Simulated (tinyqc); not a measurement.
Yield over energy: physical sputtering: collision-cascade yield, angular dependence, faceting and resputtering in deposition. Computed by tinyqc, a small Python program. Command: `OMP_NUM_THREADS=1 python tinyqc.py 3020921 3020922 out.jsonl sputter walk`. One thread of a shared host (Intel(R) Xeon(R) Processor @ 2.30GHz), about 0.01 s of CPU time with the checks.

Ions start collision cascades; atoms that reach the surface with more than U leave. The target is amorphous or fine-grained.

Inputs (values chosen for the exercise, modelled on krypton ions on tungsten): ion Z1 = 36; ion mass M1 = 83.8 u; target Z2 = 74; target mass M2 = 183.8 u; surface binding energy U = 8.9 eV; target density N = 63.2 1/nm^3; fit factor Q = 0.7; ion energy E = 19000 eV; current density J = 0.18 mA/cm^2.

Constants: e = 1.602176634e-19 C.

Method. gamma = 4 M1 M2/(M1 + M2)^2; threshold E_th = 6.7 U/gamma for M1 >= M2, else U (1 + 5.7 M1/M2)/gamma. eps = 0.03255 M2 E/(Z1 Z2 (M1 + M2) z), z = (Z1^(2/3) + Z2^(2/3))^(1/2), E in eV; s_n = 3.441 sqrt(eps) ln(eps + 2.718)/(1 + 6.355 sqrt(eps) + eps (6.882 sqrt(eps) - 1.708)); S_n = 84.78 Z1 Z2 M1 s_n/((M1 + M2) z) in eV angstrom^2; alpha = 0.249 (M2/M1)^0.56 + 0.0035 (M2/M1)^1.5 for M1 <= M2, else 0.0875 (M2/M1)^(-0.15) + 0.165 M2/M1; Y0 = 0.042 Q alpha S_n/U [1 - sqrt(E_th/E)]^2.5 (the electronic-loss factor of the full formula is dropped). Erosion rate = Y0 J/(e N); 1 cm^2 = 1e14 nm^2.

threshold E_th = 37.2281 eV

Normal incidence:
```
E (eV)         eps  S_n (eV angstrom^2)          Y0  Y0 per keV
50      7.8561e-05                382.3  3.4992e-03      0.0700
100     1.5712e-04                529.1  6.6001e-02      0.6600
200     3.1424e-04                726.3  2.3270e-01      1.1635
300     4.7136e-04                869.9  3.8613e-01      1.2871
500     7.8561e-04               1085.3  6.4322e-01      1.2864
1000    1.5712e-03               1446.0  1.1122e+00      1.1122
2000    3.1424e-03               1891.1  1.7227e+00      0.8614
5000    7.8561e-03               2605.0  2.7327e+00      0.5465
10000   1.5712e-02               3220.9  3.6173e+00      0.3617
30000   4.7136e-02               4246.0  5.1028e+00      0.1701
100000  1.5712e-01               5184.3  6.4908e+00      0.0649
```

What does the comparison show, and why?

The yield per keV peaks at 300 eV among these rows, 8 times the threshold, the most economical range for removing atoms. Y0 varies as E^4.24 between the first rows and as E^0.20 at the end, where nuclear stopping is flattening. Caution: the electronic-loss factor, dropped here, would lower the yields at the highest energies slightly.

Extremes, crossings and ranges named in words are read from the listed rows.
